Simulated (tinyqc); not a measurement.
Inside a calculation. Model: current of a Schottky diode by thermionic-emission-diffusion theory, and its read-back from I-V-T and C-V data. Computed by tinyqc, a small Python program that keeps every step. Command: `OMP_NUM_THREADS=1 python tinyqc.py 3027746 3027747 out.jsonl schottky walk`. One thread of a shared host (Intel(R) Xeon(R) Processor @ 2.30GHz), about 0.01 s of CPU time with the checks. Intermediate numbers are printed to about 5 digits and carried at full precision; extremes and crossings named in words are read from the listed rows.

Full ionisation, no tunnelling, no recombination current. V is the voltage across the junction itself, forward positive.

Inputs (values chosen for the exercise, modelled on n-type silicon): Richardson constant A* = 108 A/(cm^2 K^2); effective density of states at 300 K, N_c = 2.8e+19 1/cm^3; permittivity eps = 11.7; mobility mu = 1000 cm^2/(V s); barrier without image force phi_0 (mean) = 0.784 eV; doping N = 1e+17 1/cm^3; series resistance R_s = 0.19 milliohm cm^2; junction voltage V = 0.24 V; temperature T = 250 K; standard deviation sigma = 80 meV; relative change of sigma^2 with bias, rho = 0.54 1/V.

Barrier: Gaussian spread of heights.

Constants: k_B = 8.617333262e-05 eV/K; e = 1.602176634e-19 C; eps_0 = 8.8541878128e-12 F/m.

## Barrier at the given bias

N_c(T) = N_c (T/300 K)^(3/2); V_bi = phi_0 - (k_B T/e) ln(N_c(T)/N); surface field F = sqrt(2 e N (V_bi - V - k_B T/e)/(eps eps_0)); image lowering d_phi = sqrt(e F/(4 pi eps eps_0)); effective barrier phi = phi_0 - d_phi - sigma^2 (1 - rho V)/(2 k_B T).

built-in voltage V_bi = 0.66850 V

surface field F = 112.20 kV/cm

image lowering = 37.160 meV

effective barrier phi = 0.61755 eV

Caution: the current comes from the far low tail of the Gaussian, where pinch-off of small patches makes the formula unreliable.

## Current

Collection velocity v_R = A* T^2/(e N_c(T)); diffusion velocity v_D = mu F; J = e N_c(T) v_R/(1 + v_R/v_D) exp(-phi/k_B T) [exp(e V/k_B T) - 1]. Terminal voltage V + J R_s.

v_R = 1.9779e+06 cm/s

v_D = 1.1220e+08 cm/s

current density J = 0.16240 A/cm^2

terminal voltage = 0.24003 V

v_D/v_R = 56.7: emission over the barrier limits the current.

## Read-back from the I-V curve

Ideality n = (e/k_B T)/(d ln J/dV) by a central difference of +/- 1 mV; J_0 = J exp(-e V/(n k_B T)); apparent barrier phi_IV = k_B T ln(A* T^2/J_0); a C-V plot gives phi_CV = phi_0, the mean without lowering.

ideality factor n = 1.1154

extrapolated J_0 = 7.4654e-06 A/cm^2

apparent barrier phi_IV = 0.59309 eV

phi_CV - phi_IV = 190.91 meV

n exceeds 1 because forward bias lowers the field, which weakens the image lowering, and narrows the spread of barriers.

## Temperature series and Richardson plot

A least-squares line of ln(J_0/T^2) against 1/(k_B T) gives a barrier (minus the slope) and a Richardson constant (exp of the intercept).

At the same junction voltage:
```
T (K)  1/k_B T (1/eV)       n  J_0 (A/cm^2)  phi_IV (eV)  ln(J_0/T^2)
200            58.023  1.1391    4.3511e-08      0.55546      -27.547
250            46.418  1.1154    7.4654e-06      0.59309      -22.848
300            38.682  1.1011    3.9729e-04      0.61839      -19.238
350            33.156  1.0920    8.9900e-03      0.63668      -16.428
400            29.011  1.0861    1.0962e-01      0.65064      -14.194
450            25.788  1.0826    8.4833e-01      0.66175      -12.383
```

barrier from the Richardson plot = 0.47076 eV

Richardson constant from the plot = 0.52599 A/(cm^2 K^2)

From 200 to 450 K n goes from 1.139 to 1.083 and phi_IV from 0.555 to 0.662 eV. The plot returns 0.471 eV against phi_0 = 0.784 and a constant 0.00487 times the true A*: a spread of barriers lets cold carriers pick the low patches, which bends the plot and lowers both numbers.

## Forward curve with series resistance

Terminal voltage V + J R_s; apparent ideality from neighbouring rows, (e/k_B T) dV_terminal/d ln J.

Forward curve; the last column belongs to the interval up to the next row:
```
V (V)  J (A/cm^2)  terminal voltage (V)  apparent n
0.156  4.8908e-03                 0.156  1.1128e+00
0.217  6.2325e-02                 0.217  1.1184e+00
0.278  7.8826e-01                 0.278  1.1516e+00
0.339  9.8788e+00                 0.341  1.5084e+00
0.399  1.1733e+02                 0.421  5.7534e+00
0.460  1.4253e+03                 0.731  5.6051e+01
0.521  1.6773e+04                 3.708  6.1732e+02
0.582  1.8417e+05                35.574           -
```

The resistance takes over where J R_s exceeds k_B T/e, at J = 113 A/cm^2; the apparent ideality climbs from 1.11 to 617, so barrier and n must be read below that current. Rows where the resistance drops more than 1 V are formal, since self-heating is left out.

Checks made by the program: v_D = mu F against the drift-diffusion integral over the parabolic barrier, a ratio 2 y Dawson(y) with y^2 = (V_bi - V)/(k_B T/e) - 1 (relative difference 3e-02).
